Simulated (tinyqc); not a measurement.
Plane-wave Kohn-Sham cycle with exchange-only LDA in a layered model solid, step by step. One step of it, computed by the program tinyqc.

Question. Iteration 1: Hamiltonian at one k. H(m,m') = (k + G_m)^2/2 delta + V(G_m - G_m'), with V(-G) = V(G).

A solid whose potential varies along x alone (atomic units):
```
parameter,value
period a,15.300000
cross-section of the cell,27.000000
electrons per cell,2
grid points,16
"plane waves -n..n, n",2
k points,1
V1 in V1 cos(2 pi x/a),-0.800000
V2 in V2 cos(4 pi x/a),0.100000
```

V(G_m), m = 0, 1, 2, ... (hartree): -0.166590  -0.400000  0.050000  0.000000  0.000000

k = 0.000000 2 pi / a

Give: H.

Answer.

H (hartree), lower triangle:
```
,-2,-1,+0,+1,+2
-2,0.1707
-1,-0.4000,-0.0823
+0,0.0500,-0.4000,-0.1666
+1,0.0000,0.0500,-0.4000,-0.0823
+2,0.0000,0.0000,0.0500,-0.4000,0.1707
```
